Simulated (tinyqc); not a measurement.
Inside a calculation: two-dimensional electron gas with Rashba and Dresselhaus coupling. Values are carried at full precision from step to step, so a last printed digit may differ when a step is redone from the rounded ones.

H = c k^2/m + al (ky sx - kx sy) + b1 (kx sx - ky sy) + gam kx ky (kx sy - ky sx), s the Pauli matrices, x = [100], c = hbar^2/2m0, b1 = gam (pi/L)^2 (hard walls). H = c k^2/m + B.s, so E = c k^2/m -/+ |B| and the lower state has its spin along -B.

Constants: hbar^2/2m0 = 3.80998211 eV angstrom^2; hbar = 6.58211957e-16 eV s.

Values chosen for the exercise (of the size met in InSb; the results hold for these values, not for the real material): m = 0.0144 m0 (mass); al = 0.4 eV angstrom (Rashba constant); gam = 353.5 eV angstrom^3 (bulk Dresselhaus constant); L = 112 angstrom (width of the (001) well); n = 15 1e11/cm^2 (sheet density (one subband filled)); phi = 45 degrees (angle of k from [100]).

## Scales

b1; mean Fermi wave vector k0 = sqrt(2 pi n) (1e11/cm^2 = 1e-5/angstrom^2); E0 = c k0^2/m; b3 = gam k0^2/4; kR = al m/(2c) and ER = al kR/2, the shift and depth of a pure Rashba band.

b1 = 0.2781 eV angstrom
k0 = 0.03070 1/angstrom
E0 = 249.363 meV
b3 = 0.08329 eV angstrom
kR = 0.0007559 1/angstrom
ER = 0.1512 meV

The ratio al/(b1 - b3) is 2.05; kR is 2.5 % of k0.

## Spin-orbit field at one point of the Fermi circle

k = k0 (cos phi, sin phi). Form B, the splitting 2|B| and the direction of the lower spin, atan2(-By, -Bx).

Bx, By (meV): 11.1048  -11.1048

splitting = 31.4090 meV
direction of the lower spin = 135.0 degrees

## The matrix

H = [[E0, Bx - i By], [Bx + i By, E0]] in meV; diagonalise. Precession period h/(2|B|) = 2 pi hbar/(splitting).

H (meV):
```
                    up              down
up            249.3627  11.1048+11.1048i
down  11.1048-11.1048i          249.3627
```

levels (meV): 233.6582  265.0672

period = 0.132 ps

## The two wave vectors at the energy E0 along this direction

Solve c k^2/m -/+ |B(k)| = E0. The spin turns by (k_outer - k_inner) per length, so a half turn takes pi/(difference).

k (1/angstrom): outer 0.031661, inner 0.029729

difference = 0.001932 1/angstrom
length of a half turn = 162.6 nm

For linear terms alone the difference is (m/c)|B|/k, whatever the energy: every electron along this direction turns alike, the basis of the spin transistor. The cubic term makes it depend on density.

## Checks

- Difference of the Fermi wave vectors without Dresselhaus terms against al m/c: both 0.0015118.

Run: tinyqc, `OMP_NUM_THREADS=1 python tinyqc.py 1481427 1481428 out.jsonl`; Intel(R) Xeon(R) Processor @ 2.30GHz, one thread, shared host; about 0.01 s of CPU time with all checks.
